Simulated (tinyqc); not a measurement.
Threshold of a short bulk MOSFET: charge sharing, barrier lowering, narrow width: one step of the calculation.

n-channel device on a p-type body, depletion approximation, full ionisation. Uniform doping N = Na. Vbi from Boltzmann statistics is rough for the degenerate source. Cox = eps0 eox/tox.

Question. Short-channel and narrow-width shifts. Charge sharing (trapezoid; it ignores Vds): F = (xj/L)(sqrt(1 + 2 Wd/xj) - 1), lowering = body term times F. Barrier lowering: th = exp(-L/(2 l)) + 2 exp(-L/l), lowering = th [2 (Vbi - 2 pB) + Vds], DIBL = th. Narrow width: rise = body term times xw Wd/W. VT by each model = VT0 - lowering + rise.

Parameters, values chosen for the exercise; band and dielectric values close to those of silicon:
- xj = 74 nm (junction depth)
- Vds = 1 V (drain-source voltage)
- W = 370 nm (gate width)
- xw = 0 (shape factor of the fringing depletion at the width edges)
- L = 150 nm (channel length)

2 pB = 0.88294167 V
Wd = 25.078001 nm
body term = 0.96343031 V
VT0 = 1.0063720 V
Vbi = 1.0214182 V
l = 18.523458 nm

Find: F; lowering by charge sharing; th; lowering of the barrier; DIBL; narrow-width rise; VT, charge sharing; VT, barrier lowering.

Answer.

F = 0.1457
lowering by charge sharing = 140.4 mV
th = 0.01805
lowering of the barrier = 23.05 mV
DIBL = 18.05 mV/V
narrow-width rise = 0 mV
VT, charge sharing = 0.8660 V
VT, barrier lowering = 0.9833 V

L is 8.10 scale lengths. The charge-sharing lowering is 6.09 times the barrier lowering; the first falls off as 1/L and the second exponentially. Both describe the same loss of gate control, so they are alternatives and are not added.

Numbers from tinyqc (`OMP_NUM_THREADS=1 python tinyqc.py 2002006 2002007 out.jsonl`; about 0.01 s on one thread of a shared Intel Xeon 2.30GHz).
